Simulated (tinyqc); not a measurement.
Comparisons within one model: localisation in a chain with random site energies (transfer matrices). A value that a table varies takes the place of the one given here.

Hopping -t; leads with site energy 0, E = -2t cos(ka). psi_(j+1) = ((e_j - E)/t) psi_j - psi_(j-1), a product of matrices M_j = [[(e_j - E)/t, -1], [1, 0]]. For M = M_N ... M_1 the transmission is T = 4 sin^2(ka)/|M21 - M12 + M22 exp(ika) - M11 exp(-ika)|^2. Long samples draw e_j = W (x_j/2147483647 - 1/2) from x_j = 16807 x_(j-1) mod 2147483647, starting at x0. The localisation length xi, in sites, is defined by ln T = -2N/xi on average; weak disorder gives xi = 24 (4t^2 - E^2)/W^2, and the mean free path for backscattering is xi/2.

Numerical xi = N/ln sqrt(psi_(N+1)^2 + psi_N^2) for N = 20000 sites from psi_1 = 1, psi_0 = 0; its statistical error is about xi sqrt(xi/N).

Parameters, chosen for this exercise: t = 0.81 eV (hopping); E = -0.33 eV (energy); x0 = 1587 (start of the number sequence); W = 2.03 eV (full width of the disorder).

## Localisation length against disorder

The same number sequence scaled by W.

xi (sites):

| W/t | W (eV) | numerical | error | weak disorder | strong: 1/(ln(W/2t) - 1) |
|---|---|---|---|---|---|
| 1.0 | 0.810 | 103.289 | 7.423 | 92.016 | - |
| 1.5 | 1.215 | 44.826 | 2.122 | 40.896 | - |
| 2.0 | 1.620 | 26.441 | 0.961 | 23.004 | - |
| 3.0 | 2.430 | 11.226 | 0.266 | 10.224 | - |
| 4.0 | 3.240 | 6.278 | 0.111 | 5.751 | - |
| 6.0 | 4.860 | 2.964 | 0.036 | 2.556 | - |
| 10.0 | 8.100 | 1.418 | 0.012 | 0.920 | 1.641 |
| 16.0 | 12.960 | 0.897 | 0.006 | 0.359 | 0.926 |

At W = t the numerical value is 103.3 +/- 7.4 against 92.0, and at 2t 26.44 +/- 0.96 against 23.00. The weak-disorder formula is within 15 % for W/t = 1, 1.5, 2, 3, 4 and 6; at W = 16t it gives 0.36 and the strong-disorder form 0.93, against 0.90. All states of the chain are localised; disorder only sets the length.

## From ballistic to localised

200 samples of each length, cut one after another from the start of the sequence. Typical T = exp(mean ln T). Ohmic: 1/(1 + 2N/xi); localised: exp(-2N/xi), both with the weak-disorder xi.

Transmission:

| N | mean T | typical T | spread of ln T | ohmic | localised |
|---|---|---|---|---|---|
| 2 | 0.797 | 0.776 | 0.242 | 0.786 | 0.761 |
| 5 | 0.611 | 0.542 | 0.549 | 0.594 | 0.505 |
| 10 | 0.394 | 0.277 | 0.983 | 0.423 | 0.255 |
| 20 | 0.212 | 0.0880 | 1.548 | 0.268 | 0.0652 |
| 40 | 0.0768 | 0.00946 | 2.601 | 0.155 | 0.00425 |
| 80 | 0.00990 | 6.60e-05 | 3.857 | 0.0839 | 1.81e-05 |

With xi = 14.7 sites, mean and typical T are 0.611 and 0.542 at N = 5, and 0.00990 and 6.60e-05 at N = 80, where ln T scatters by 3.9. The slope of ln(typical T) between 40 and 80 sites gives xi = 16.1, uncertain by about 7 % from the scatter of 200 samples. At N = 80 the ohmic law gives 1.27e+03 times the typical value: a single channel has no ohmic range beyond a mean free path, and the mean is carried by rare resonant samples.

## What each parameter does

Numerical and weak-disorder xi. Each row changes one parameter from the base and keeps the others.

Results:

| case | numerical xi (sites) | weak-disorder xi (sites) |
|---|---|---|
| base | 16.20 | 14.65 |
| t = 0.931 eV | 22.10 | 19.56 |
| E = -0.23 eV | 16.13 | 14.98 |
| W = 2.436 eV | 11.18 | 10.17 |
| x0 = 1588 | 15.60 | 14.65 |

The largest shifts from the base row, up to three for each result and ties (the steps differ in size, so this ranks the rows, not the parameters). numerical xi (sites): t +5.91, W -5.02, x0 -0.60. weak-disorder xi (sites): t +4.91, W -4.48, E +0.33; unchanged at the printed digits by x0. A new x0 is another sample of the same disorder; its shift is one draw of the statistical scatter, about xi sqrt(xi/N); the other rows share one sample, so their errors are correlated.

tinyqc: `OMP_NUM_THREADS=1 python tinyqc.py 1481459 1481460 out.jsonl`; about 0.07 s, one thread, shared Intel(R) Xeon(R) Processor @ 2.30GHz.
